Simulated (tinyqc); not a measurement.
Classical nucleation, growth and JMAK kinetics of crystallisation from a melt or glass: one step, computed by the program tinyqc.

A spherical nucleus cap on a flat wall with a sharp interface of isotropic energy gamma; lambda = Omega^(1/3) is the jump distance.

Problem. Critical nucleus. Driving force per volume: dG = H [(T_m - T)/T_m] [2 T/(T_m + T)]. Shape factor f = (2 + cos theta)(1 - cos theta)^2/4. W(r) = f [4 pi r^2 gamma - (4/3) pi r^3 dG]; r* = 2 gamma/dG; W* = f 16 pi gamma^3/(3 dG^2); n* = f (4/3) pi r*^3/Omega.

Inputs (values chosen for the exercise, for a model substance):
```
quantity                       value        unit
melting point T_m                950           K
heat of melting per volume H     644      J/cm^3
interface energy gamma        0.0878       J/m^2
atomic volume Omega             22.2  angstrom^3
temperature T                    714           K
contact angle theta               50     degrees
```

Nucleation: on a flat wall. Driving force: Thompson-Spaepen.

Constants: e = 1.602176634e-19 C; k_B = 1.380649e-23 J/K.

Give: driving force dG; shape factor f; critical radius r*; barrier W*; atoms in the nucleus n*; W*/(k_B T).

Solution.

driving force dG = 137.29 J/cm^3

shape factor f = 0.084305

critical radius r* = 1.2790 nm

barrier W* = 0.31658 eV

atoms in the nucleus n* = 33.283

W*/(k_B T) = 5.1453

The wall leaves r* unchanged and cuts the barrier to 8.4 % of the homogeneous value. W* equals n* Omega dG/2 = 0.317 eV. Caution: with under 20 atoms in the nucleus or a barrier under 10 k_B T the capillary model is only a guide.
